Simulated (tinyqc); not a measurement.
Changing the grain-boundary reflection R: size effects in the resistivity of thin metal films and interconnect lines. Computed by tinyqc, a small Python program. Command: `OMP_NUM_THREADS=1 python tinyqc.py 3011255 3011256 out.jsonl size sweep`. One thread of a shared host (Intel(R) Xeon(R) Processor @ 2.30GHz), about 0.01 s of CPU time with the checks.

Electrons lose their drift at surfaces (a share 1 - p of the hits) and at grain boundaries (reflection R), besides bulk scattering. The line sits in a trench with a non-conducting liner on both walls and the bottom; the spacing equals the drawn width.

Inputs (values chosen for the exercise, modelled on platinum):

| quantity | value | unit |
|---|---|---|
| bulk resistivity rho_b | 10.9 | microohm cm |
| bulk mean free path lambda | 7.5 | nm |
| specularity p | 0 | - |
| drawn line width w | 19 | nm |
| grain size over metal width | 2.1 | - |
| aspect ratio (height over width) | 3 | - |
| liner thickness t | 0.8 | nm |
| line length | 48 | micrometre |
| permittivity of the dielectric k | 2.7 | - |

Geometry: line.

Constants: eps_0 = 8.8541878128e-12 F/m.

Method:
- Metal width w_m = w - 2t, height h_m = (aspect ratio) w - t, grain size D = (ratio) w_m.
- Mayadas-Shatzkes: alpha = (lambda/D) R/(1 - R); rho_b/rho = 1 - 3 alpha/2 + 3 alpha^2 - 3 alpha^3 ln(1 + 1/alpha).
- Fuchs-Sondheimer film: rho_b/rho = 1 - (3/(2 kappa))(1 - p) int_0^1 (s - s^3)(1 - exp(-kappa/s))/(1 - p exp(-kappa/s)) ds, f = rho/rho_b, kappa = thickness/lambda, 80 Gauss-Legendre points.
- Line: the excess of a film of thickness w_m and of a film of thickness h_m are added, rho/rho_b = 1 + (f(w_m) - 1) + (f(h_m) - 1), an estimate that holds best when both sides exceed lambda.
- Total: rho = rho_b [1 + surface excess + grain excess]; resistance per length rho/(w_m h_m); capacitance per length C = 2 k eps_0 (aspect ratio + 1/2), a parallel-plate estimate for two neighbours plus a fixed term for the planes above and below; delay 0.38 R C L^2; effective resistivity per drawn area.

One run for each value:

| grain-boundary reflection R | resistivity rho (microohm cm) | rho/rho_b from grains | alpha |
|---|---|---|---|
| 0.05 | 13.70 | 1.016 | 0.0108 |
| 0.16 | 14.15 | 1.058 | 0.0391 |
| 0.26 | 14.67 | 1.106 | 0.0721 |
| 0.37 | 15.43 | 1.175 | 0.1205 |
| 0.48 | 16.49 | 1.272 | 0.1895 |
| 0.59 | 18.09 | 1.420 | 0.2954 |
| 0.69 | 20.51 | 1.642 | 0.4569 |
| 0.80 | 25.91 | 2.136 | 0.8210 |

What does the table show?

Over the rows, resistivity rho (microohm cm) rises from 13.7 to 25.9 (exponent d ln y / d ln x 0.028 between the first rows and 1.6 between the last); rho/rho_b from grains rises from 1.02 to 2.14 (exponent d ln y / d ln x 0.035 between the first rows and 1.8 between the last); alpha rises from 0.0108 to 0.821 (exponent d ln y / d ln x 1.1 between the first rows and 4.0 between the last).

Extremes, crossings and ranges named in words are read from the listed rows.
